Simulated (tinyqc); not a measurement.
Inside a calculation. Model: threshold-voltage variability of a planar MOSFET, analytic estimates.

Program tinyqc, `OMP_NUM_THREADS=1 python tinyqc.py 2090061 2090062 out.jsonl`; Intel Xeon 2.30GHz, shared host, one thread, about 0.01 s. Printed values are rounded.

Three independent sources add in quadrature: random dopants in the depleted layer, metal-gate grains of two orientations, and roughness of the two gate edges acting through the roll-off VT = VT(long) - Vr exp(-L/l). These are first-order estimates: no three-dimensional electrostatics, no percolation.

Values chosen for this exercise; material values close to those of silicon:
- T = 300 K (temperature)
- Eg = 1.14 eV (band gap)
- eps_r = 11.7 (relative permittivity of the semiconductor)
- Nc = 2.77e19 cm^-3 (conduction-band density of states at T)
- Nv = 2.7e19 cm^-3 (valence-band density of states at T)
- Na = 6.7e17 cm^-3 (channel doping)
- ti = 1.3 nm (oxide-equivalent thickness in inversion)
- L = 45 nm (gate length)
- W = 160 nm (gate width)
- G = 4 nm (metal grain size)
- dW = 0.15 eV (work-function difference of the two grain orientations)
- p = 0.5 (share of the orientation of higher work function)
- De = 1.2 nm (rms roughness of one gate edge)
- La = 30 nm (correlation length of the roughness)
- l = 8.5 nm (decay length of the threshold roll-off)
- Vr = 1.4 V (prefactor of the roll-off)
- n = 1.11 (subthreshold factor)
- gI = 25 1/V (gm/I of a matched pair)
- sb = 2.8 % (spread of the gain factor of one device)
- Nb = 8388608 (number of cells)
- Y = 0.86 (wanted yield)

Constants: q = 1.602176634e-19 C, kB = 1.380649e-23 J/K, Vt = kB T/q, eps0 = 8.8541878128e-14 F/cm where lengths are in cm. Results are converted to the units shown.

## Random dopants

ni = sqrt(Nc Nv) exp(-Eg/(2 Vt)), Eg in volts; Cox = 3.9 eps0/ti; Wd = sqrt(4 eps0 eps_r Vt ln(Na/ni)/(q Na)); dopants: s1 = (q/Cox) sqrt(Na Wd/(3 L W)). The slope A1 = s1 sqrt(L W); mean number of dopants Na L W Wd.

Cox = 2.65626 uF/cm^2
Wd = 42.7804 nm
mean number of dopants = 206.373
A1 = 0.589576 mV um
s1 = 6.94822 mV

Counting alone, 1/sqrt(N) of the depletion voltage q Na Wd/Cox = 173 mV, would give sqrt(3) times more: dopants deep in the layer act less on the surface.

## Metal grains and edge roughness

Grains: Ng = L W/G^2 (at least 1), s2 = dW sqrt(p (1 - p)/Ng). Edges, with exponential correlation and u = W/La: the mean gate length has sL^2 = 2 De^2 (2/u)[1 - (1 - exp(-u))/u]; s3 = sL (Vr/l) exp(-L/l).

Ng = 450
s2 = 3.53553 mV
sL = 0.937271 nm
dVT/dL = 0.826995 mV/nm
s3 = 0.775119 mV

## Total spread, mismatch and leakage

s = sqrt(s1^2 + s2^2 + s3^2). For a pair: s(dVT) = sqrt(2) s; current mismatch sqrt(2) sqrt((gI s)^2 + sb^2); input offset = current mismatch/gI. For a Gaussian VT the off current is log-normal with mean/median = exp(s^2/(2 (n Vt)^2)).

s = 7.83445 mV
s(dVT) = 11.0796 mV
current mismatch = 27.9806 %
input offset = 11.1922 mV
mean/median of Ioff = 1.03797

The dopants give 78.7 % of the variance; without them s would be 3.62 mV. A current mismatch this large is beyond the linear estimate.

## Iteration 1: margin in standard deviations for the wanted yield

k at the start = 4

Cells fail independently with probability Q(k) = erfc(k/sqrt(2))/2 when the margin is k standard deviations, and Y = exp(-Nb Q(k)). phi = exp(-k^2/2)/sqrt(2 pi). Newton steps on ln Q(k) = ln(-ln(Y)/Nb): k(new) = k + [ln Q - ln(-ln(Y)/Nb)] Q/phi.

Q(k) = 3.16712e-5
phi = 1.33830e-4
k after iteration 1 = 5.76872

## Iteration 2: margin in standard deviations for the wanted yield

As before.

Q(k) = 3.99370e-9
phi = 2.36944e-8
k after iteration 2 = 5.51514

## Course of the iteration: margin in standard deviations for the wanted yield

Stop when k changes by less than 1e-9, or after 30 iterations.

Course of the iteration:
```
iteration        k  |change|
1          5.76872      1.77
2          5.51514     0.254
3          5.50963   5.51e-3
4          5.50963   2.59e-6
5          5.50963  5.75e-13
```

Converged in 5 iterations. At the end the number of correct digits about doubles with each step. With s(dVT) = 11.1 mV, 5.51 standard deviations are 61.0 mV.
